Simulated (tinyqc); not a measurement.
A double barrier with mass mismatch, transfer matrices: two steps of the calculation.

One electron of energy E comes from the left lead (band edge 0); no transverse momentum. Parabolic bands, masses in units of m0, C = hbar^2/(2 m0); psi and psi'/m are continuous at every interface. Barrier d1, well Lw, barrier d2; the right lead equals the left one.

Values chosen for this exercise; masses and offsets close to those of silicon wells and oxide barriers:

| symbol | value | unit | meaning |
|---|---|---|---|
| mL | 0.26 | m0 | mass in the left lead |
| U1 | 3.1 | eV | barrier height |
| m1 | 0.51 | m0 | barrier mass |
| d1 | 0.4 | nm | width of the first barrier |
| Lw | 1.1 | nm | well width (edge 0, mass mL) |
| d2 | 0.4 | nm | width of the second barrier |
| E | 4.696 | eV | electron energy |

Constants: q = 1.602176634e-19 C, hbar = 1.054571817e-34 J s, m0 = 9.1093837015e-31 kg, hbar^2/(2 m0) = 0.0380998212 eV nm^2. Results are converted to the units shown.

Task 1. Matrices of the layers. For the pair (psi, psi'/m) a flat layer has M = [[cos kd, (m/k) sin kd], [-(k/m) sin kd, cos kd]] with k = sqrt(m (E - U)/C) above its edge U, and M = [[cosh Kd, (m/K) sinh Kd], [(K/m) sinh Kd, cosh Kd]] with K = sqrt(m (U - E)/C) below it. M12 is in nm, M21 in 1/nm.

Wanted: M of layer 1; M of layer 2; M of layer 3.

Result 1.

M of layer 1:
```
          1         2
1  -0.27448   0.10610
2   -8.7149  -0.27448
```

M of layer 2:
```
         1           2
1  0.99842  -0.0025771
2   1.2217     0.99842
```

M of layer 3:
```
          1         2
1  -0.27448   0.10610
2   -8.7149  -0.27448
```

Task 2. Transmission and reflection. The matrix M carries (psi, psi'/m) across the stack, and v = k/m in each lead. psi = 1 + r at the left edge (incident amplitude 1) and t at the right edge. With det M = 1, a = i vR M11 - M21 and b = -vL vR M12 - i vL M22: t = 2 i vL/(a - b), r = -(a + b)/(a - b), T(E) = (vR/vL) |t|^2, R(E) = |r|^2.

M:
```
             1             2
1  -0.88972967  -0.044593941
2    4.6728570   -0.88972967
```

vL = 21.772881 1/nm
vR = 21.772881 1/nm

Give: t; r; T(E); R(E).

Result 2.

t = -0.7784-0.5186i
r = 0.1961-0.2944i
T(E) = 0.8749
R(E) = 0.1251

T(E) + R(E) = 1: the current is conserved.

Range of the model: Masses are held fixed, although real bands cease to be parabolic a few tenths of an eV from their edges (inside a barrier too).

Computed by the program tinyqc: `OMP_NUM_THREADS=1 python tinyqc.py 2560023 2560024 out.jsonl`, one thread of a shared Intel Xeon 2.30GHz, about 0.03 s for the whole run.
